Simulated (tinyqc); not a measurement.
Energy and delay of logic against supply voltage: one step of the calculation.

One expression serves below and above threshold: I(Vg) = Ik [ln(1 + exp((Vg - VT + dd V)/(al nf Vt)))]^al, with I_on = I(V) and I_off = I(0). Gate delay td = kd C V/I_on, clock period LD td. Per gate and cycle the switching energy is act C V^2 and the leakage energy I_off V LD td. No short-circuit current, no variation. Minima are sought above 0.09 V; below a few Vt gates no longer switch and the model has no meaning.

Question. Currents, delay and energies. I_on, I_off, td, clock frequency 1/(LD td), both energies and their sum.

Inputs (values chosen for the exercise); values of the order met in logic technologies: temperature T = 300 K; threshold voltage at zero drain bias VT = 0.22 V; slope factor nf = 1.28; barrier lowering per volt of supply dd = 0.11; specific current of a gate Ik = 0.95 uA; exponent of the current law al = 1.73; load capacitance of a gate C = 1.2 fF; delay factor kd = 0.9; logic depth LD = 16; activity factor act = 0.2; supply voltage V = 0.34 V.

Constants: q = 1.602176634e-19 C, kB = 1.380649e-23 J/K, Vt = kB T/q. Results are converted to the units shown.

Find: I_on; I_off; td; clock frequency; switching energy; leakage energy; energy.

Answer.

I_on = 5.6805 uA
I_off = 3.6812 nA
td = 64.642 ps
clock frequency = 0.96686 GHz
switching energy = 27.744 aJ
leakage energy = 1.2945 aJ
energy = 29.039 aJ

I_on/I_off = 1540; leakage makes up 4.46 % of the energy.

Range of the model: At a supply of a few Vt gates lose their noise margin, and variation, left out here, decides whether they work.

tinyqc, about 0.01 s, one thread, Intel Xeon 2.30GHz (shared host): `OMP_NUM_THREADS=1 python tinyqc.py 2082004 2082005 out.jsonl`
